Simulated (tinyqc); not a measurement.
Rayleigh-quotient iteration on a symmetric matrix, step by step. Computed by tinyqc, a small Python program that keeps every step. Settings: method = rayleigh, shift = 0.3. Command: `OMP_NUM_THREADS=1 python tinyqc.py 29429 29430 out.jsonl` (the two numbers bound the seeds that draw the settings). One thread of a shared host (Intel(R) Xeon(R) Processor @ 2.60GHz), about 0.01 s of CPU time with the checks.

## Step 1

A:
```
[[1.113000, 0.166000, 0.298000, 0.627000, 0.239000],
 [0.166000, 2.013000, 0.283000, -0.195000, 0.030000],
 [0.298000, 0.283000, 3.641000, -0.015000, -0.078000],
 [0.627000, -0.195000, -0.015000, 3.824000, -0.327000],
 [0.239000, 0.030000, -0.078000, -0.327000, 3.863000]]
```

vector v at the start: [0.447214, 0.447214, 0.447214, 0.447214, 0.447214]

shift = 0.300000

solve (A - shift) w = v; v' = w/|w| with its largest component positive (the first on a tie); lambda = v'^T A v'; the next shift is lambda.

vector after step 1: [0.815542, 0.467103, 0.181061, 0.175205, 0.230707]

Rayleigh quotient after step 1 = 2.093943

## Step 2

As before.

vector after step 2: [0.234289, 0.935385, -0.247479, -0.021833, -0.091877]

Rayleigh quotient after step 2 = 1.968048

## Step 3

As before.

vector after step 3: [0.144378, 0.969183, -0.191384, 0.045516, -0.033757]

Rayleigh quotient after step 3 = 1.971734

## Course of the iteration

Stop when the residual |A v - lambda v| is below 1e-9.

Steps:
```
step      lambda  residual
1     2.09394257  1.18e+00
2     1.96804796  1.87e-01
3     1.97173448  5.29e-04
4     1.97173460  5.33e-11
```

all eigenvalues, for comparison: [0.883940, 1.971735, 3.659678, 3.726530, 4.212118]

Converged in 4 steps.
